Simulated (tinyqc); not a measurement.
Schottky barrier on an n-type semiconductor, non-linear Poisson equation by Newton steps: course of the Newton iteration.

One dimension, metal at x = 0, donor density C(x) = Nd, uniform. Energies are counted from the electron Fermi level of the semiconductor and the conduction-band edge is Ec = -psi, so n = Nc exp(psi/Vt); holes follow the Fermi level of the metal, at -V, so p = Nv exp((V - psi - Eg)/Vt). Ends: psi(0) = V - phiB and psi = Vt ln(Nd/Nc) deep inside. Boltzmann statistics, full ionisation, no current, no image force in the Poisson equation.

a_i = eps0 eps_r/h_i for the interval from node i to i + 1, with h_i = x_(i+1) - x_i in cm.

Start: A straight line in x from psi_0 = V - phiB to psi_b = Vt ln(Nd/Nc).

n_i = Nc exp(psi_i/Vt), p_i = Nv exp((V - psi_i - Eg)/Vt), rho_i = p_i - n_i + C_i, g_i = (n_i + p_i)/Vt. Box widths w_i = (h_(i-1) + h_i)/2 in cm. Residual F_i = a_i (psi_(i+1) - psi_i) - a_(i-1) (psi_i - psi_(i-1)) + q rho_i w_i; Jacobian: a_(i-1) and a_i beside the diagonal, b_i = -a_(i-1) - a_i - q g_i w_i on it. The two end nodes are fixed.

Solve the tridiagonal system a_(i-1) d_(i-1) + b_i d_i + a_i d_(i+1) = -F_i for nodes 1 to 10, with d = 0 on fixed nodes. If the largest |d| exceeds 4 Vt, the whole step is scaled down so that it equals 4 Vt.

Stop when the largest undamped |d| is below 1e-9 V, or after 15 iterations.

Values chosen for this exercise; band and dielectric values close to those of indium phosphide: temperature T = 250 K; band gap Eg = 1.35 eV; relative permittivity eps_r = 12.3; conduction-band density of states at T Nc = 4.29e17 cm^-3; valence-band density of states at T Nv = 8.44e18 cm^-3; donor density deep in the semiconductor Nd = 5.8e15 cm^-3; barrier height phiB = 0.63 eV; bias of the metal against the semiconductor V = -1.1 V.

Constants: q = 1.602176634e-19 C, kB = 1.380649e-23 J/K, Vt = kB T/q, eps0 = 8.8541878128e-14 F/cm where lengths are in cm. Results are converted to the units shown.

```
node	x (nm)	donor density C (cm^-3)
0	0	5.8e15
1	41	5.8e15
2	90.3	5.8e15
3	150	5.8e15
4	221	5.8e15
5	307	5.8e15
6	411	5.8e15
7	535	5.8e15
8	685	5.8e15
9	865	5.8e15
10	1080	5.8e15
11	1340	5.8e15
```

Course of the iteration:
```
iteration	largest |F| (C/cm^2)	largest |d| (V)	at node
1	2.21e-8	1.91	8
2	2.11e-8	1.83	8
3	2.01e-8	1.74	8
4	1.91e-8	1.65	8
5	1.79e-8	1.48	8
6	1.57e-8	1.13	7
7	1.30e-8	0.925	7
8	1.10e-8	0.675	7
9	8.61e-9	0.477	6
10	6.89e-9	0.331	6
11	4.98e-9	0.181	5
12	2.46e-9	0.0853	5
13	2.53e-9	0.0104	7
14	3.45e-10	1.88e-3	7
15	7.92e-12	4.51e-5	7
```

Did this iteration meet its convergence test, and what does its course show?

No. Not converged within 15 iterations. Over the last steps the residual has just begun to fall fast (by a factor of 0.024 in the last step) when the cap is reached (counting the largest step as the residual). A rerun with the same steps from the depletion start converges in 5 iterations.

Computed by the program tinyqc: `OMP_NUM_THREADS=1 python tinyqc.py 2020167 2020168 out.jsonl`, one thread of a shared Intel Xeon 2.30GHz, about 0.06 s for the whole run.
